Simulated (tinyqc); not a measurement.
From results back to parameters: conductance of a narrow metal strip with scatterers (square lattice, Green functions). Three cases, with inputs chosen for the exercise.

Problem. Boundaries with reflection R, a distance dg apart, add incoherently to the scattering in a one-dimensional channel: rho/rho0 = 1 + (lam/dg) R/(1 - R). The ratio comes from a hidden R.

Find: R; effective mean free path lam rho0/rho.

Method. y = (rho/rho0 - 1) dg/lam = R/(1 - R), so R = y/(1 + y).

Case 1.

Values chosen (out of a larger set: hopping and spacing of the size met in Cu or Al; the lattice is a model; not measured data): lam = 20 nm (bulk mean free path); dg = 27 nm (distance between boundaries).

rho/rho0 = 1.20893

Solution.

R = 0.220
effective mean free path lam rho0/rho = 16.54 nm

Case 2.

Values chosen (out of a larger set: hopping and spacing of the size met in Cu or Al; the lattice is a model; not measured data): lam = 20 nm (bulk mean free path); dg = 18 nm (distance between boundaries).

rho/rho0 = 1.94650

Solution.

R = 0.460
effective mean free path lam rho0/rho = 10.27 nm

Case 3.

Values chosen (out of a larger set: hopping and spacing of the size met in Cu or Al; the lattice is a model; not measured data): lam = 30 nm (bulk mean free path); dg = 26 nm (distance between boundaries).

rho/rho0 = 2.20094

Solution.

R = 0.510
effective mean free path lam rho0/rho = 13.63 nm

Computed by tinyqc, one run a case: `OMP_NUM_THREADS=1 python tinyqc.py N N+1 out.jsonl` with N = 1452113, 1452122, 1452135; one thread of a shared Intel(R) Xeon(R) Processor @ 2.30GHz, about 0.01 s a run at most.
